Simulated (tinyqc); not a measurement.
# MESFET, gradual channel with velocity saturation: effects of single changes

A uniformly doped n-type channel, depleted from the top by a Schottky gate; at channel potential V the depleted share of a is u = sqrt((Vbi - Vg + V)/Vp), s at the source. Electrons drift with v = mu E/(1 + mu E/vsat). Abrupt depletion edge, no series resistance, source at 0.

Values chosen for this exercise; material values close to those of gallium arsenide:
- T = 325 K (temperature)
- eps_r = 13 (relative permittivity of the semiconductor)
- Nc = 4.88e17 cm^-3 (conduction-band density of states at T)
- Nd = 2.4e16 cm^-3 (donor density of the channel)
- a = 380 nm (channel thickness)
- mu = 4600 cm^2/(V s) (low-field mobility at this doping)
- vsat = 9.5e6 cm/s (saturation velocity)
- L = 10 um (gate length)
- W = 200 um (gate width)
- phiB = 0.8 V (Schottky barrier)
- Vg = 0 V (gate voltage)

Constants: q = 1.602176634e-19 C, kB = 1.380649e-23 J/K, Vt = kB T/q, eps0 = 8.8541878128e-14 F/cm where lengths are in cm. Results are converted to the units shown.

Each table varies one quantity; the others keep the values above.

## Effect of the gate length on saturation

Vbi = phiB - Vt ln(Nc/Nd); Vp = q Nd a^2/(2 eps0 eps_r); G0 = q mu Nd a W/L; Z = mu Vp/(vsat L); s = sqrt((Vbi - Vg)/Vp). I = (G0 Vp/3) F/(1 + Z (u^2 - s^2)), F = 3 (u^2 - s^2) - 2 (u^3 - s^3), with u at V = Vd; Z = 0 gives constant mobility, for which u stops at 1. The current peaks at u = um, the root of (1 - u)(1 + Z (u^2 - s^2)) = Z F/3; beyond Vdsat = Vp (um^2 - s^2) it is held at that value. gm = G0 (um - s)/(1 + Z (um^2 - s^2)).

Effect of the gate length on saturation:
```
L (um)	Z	um	Vdsat (V)	Isat (mA)	Isat for Z = 0 (mA)	gm (mS)
0.1	116.8	0.6202	0.2122	10.54	468.1	9.004
0.21	55.61	0.6491	0.3005	9.743	222.9	8.426
0.45	25.95	0.6873	0.4238	8.680	104.0	7.662
0.97	12.04	0.7350	0.5872	7.358	48.26	6.707
2.1	5.561	0.7901	0.7902	5.826	22.29	5.567
4.4	2.654	0.8453	1.008	4.294	10.64	4.355
9.4	1.242	0.8976	1.227	2.844	4.980	3.091
20	0.5839	0.9387	1.410	1.701	2.341	1.974
```

Read the table: what changes, and by how much?

As L goes from 0.1 to 20 um, Vdsat rises from 0.212 to 1.41 V, Isat falls from 10.5 to 1.70 mA and gm falls from 9.00 to 1.97 mS. Isat is 0.0225 of the constant-mobility value in the first row and 0.727 in the last. Isat goes as L^(-0.11) between the first two rows and as L^(-0.68) between the last two; constant mobility gives 1/L, and short gates gain less because the velocity is capped. For L = 0.1 to 0.45 um the gate is shorter than 2 a, outside the gradual-channel approximation.

## Effect of the saturation velocity on saturation

Same model as above.

The same in every row: Isat for Z = 0 (mA) = 4.681.

Result of one run:
```
vsat (cm/s)	Z	um	Vdsat (V)	Isat (mA)	gm (mS)
2e7	0.5547	0.9410	1.420	3.447	4.016
```

What becomes of these results when the saturation velocity vsat is changed from 2e7 to 5e7 cm/s, all else the same?

Result of the changed run:
```
vsat (cm/s)	Z	um	Vdsat (V)	Isat (mA)	gm (mS)
5e7	0.2219	0.9721	1.564	4.071	5.023
```

The whole series:
```
vsat (cm/s)	Z	um	Vdsat (V)	Isat (mA)	gm (mS)
3e6	3.698	0.8207	0.9088	1.572	1.550
4.8e6	2.311	0.8554	1.049	2.029	2.083
7.7e6	1.441	0.8880	1.186	2.519	2.701
1.2e7	0.9246	0.9152	1.305	2.974	3.320
2e7	0.5547	0.9410	1.420	3.447	4.016
3.1e7	0.3579	0.9582	1.499	3.784	4.547
5e7	0.2219	0.9721	1.564	4.071	5.023
```

As vsat goes from 3e6 to 5e7 cm/s, Vdsat rises from 0.909 to 1.56 V, Isat rises from 1.57 to 4.07 mA and gm rises from 1.55 to 5.02 mS. Isat is 0.336 of the constant-mobility value in the first row and 0.870 in the last.

## Output curve

Same model as above.

Output curve:
```
Vd (V)	u (at most 1)	I for Z = 0 (mA)	I (mA)
0.2	0.61614	1.1261	1.0267
0.43	0.68919	2.1979	1.8191
0.65	0.75246	3.0222	2.2987
0.88	0.81336	3.6922	2.5890
1.1	0.86762	4.1630	2.7163
1.32	0.91869	4.4783	2.7375
1.55	0.96920	4.6509	2.7375
1.77	1.0000	4.6811	2.7375
2	1.0000	4.6811	2.7375
```

With constant mobility the current rises from 1.13 to 4.68 mA and saturates at pinch-off, Vd = 1.70 V; with Z = 1.17 it saturates at 1.24 V and 2.74 mA. The two differ by 8.8 % in the first row and 42 % in the last.

Numbers from tinyqc (`OMP_NUM_THREADS=1 python tinyqc.py 2500133 2500134 out.jsonl`; about 0.07 s on one thread of a shared Intel Xeon 2.30GHz).
